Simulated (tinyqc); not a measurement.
Changing the pulse height V: switching kinetics of a ferroelectric film and the memory window of a ferroelectric gate stack. Computed by tinyqc, a small Python program. Command: `OMP_NUM_THREADS=1 python tinyqc.py 3010398 3010399 out.jsonl feswitch sweep`. One thread of a shared host (Intel(R) Xeon(R) Processor @ 2.30GHz), about 0.02 s of CPU time with the checks.

Fields in MV/cm; 1 microcoulomb/cm^2 over eps_0 is 11.29409 MV/cm. In the stack (metal, ferroelectric, interlayer, channel) the channel is taken as a conductor.

Inputs (values chosen for the exercise, for a model hafnia-based film):
```
quantity                                   value               unit
saturation polarisation P_s                   22  microcoulomb/cm^2
ratio P_r/P_s                               0.82                  -
coercive field E_c                          0.78              MV/cm
permittivity of the ferroelectric eps_F       41                  -
thickness t_F                                7.1                 nm
permittivity of the interlayer eps_I         3.9                  -
interlayer thickness t_I                     1.5                 nm
share s of P screened by trapped charge     0.56                  -
time constant t_inf                      6.3e-11                  s
activation field E_a                         6.5              MV/cm
Merz exponent alpha                            1                  -
dimension n                                    2                  -
half width w of log10 t                        1                  -
pulse length t_p                         1.3e-07                  s
breakdown field of the interlayer             13              MV/cm
```

Kinetics: nucleation-limited (NLS).

Method. Series stack: V = E_F t_F + E_I t_I and eps_I E_I = eps_F E_F + (1 - s) P/eps_0. Before switching P = -P_r, after it P = +P_s; in retention V = 0 and P = +P_r. Merz's law: t1 = t_inf exp[(E_a/E)^alpha] at the mean of the fields before and after switching. NLS: switched share = integral of [1 - exp(-(t/tau)^n)] F(z) dz over z = log10 tau, with the Lorentzian F = (1/pi) w/[(z - log10 t1)^2 + w^2].

One run for each value:
```
pulse height V (V)  switched share  switching time t1 (s)  E_F after switching (MV/cm)  E_I after switching (MV/cm)
4.8                         0.8493              1.817e-09                        0.260                        30.77
5.6                         0.8629              1.086e-09                        0.610                        34.45
6.4                         0.8716              7.438e-10                        0.960                        38.12
7.2                         0.8775              5.568e-10                        1.310                        41.80
8.0                         0.8818              4.430e-10                        1.659                        45.48
```

Describe the trends.

Over the rows, switched share rises from 0.849 to 0.882 (exponent d ln y / d ln x 0.10 between the first rows and 0.047 between the last); switching time t1 (s) falls from 1.82e-9 to 4.43e-10 (exponent d ln y / d ln x -3.3 between the first rows and -2.2 between the last); E_F after switching (MV/cm) rises from 0.260 to 1.66 (exponent d ln y / d ln x 5.5 between the first rows and 2.2 between the last).  Left out: 1.50, 2.30, 3.10, 3.90 (the pulse cannot drive the film).

Caution (all rows): the interlayer field exceeds its breakdown field, so charge injection would change the fields. Caution (rows 4.80, 5.60): E_F after switching lies below E_c, so switching stalls before P_s and that state is not reached. Caution (all rows): the field changes much during switching, so one mean field is a crude stand-in.
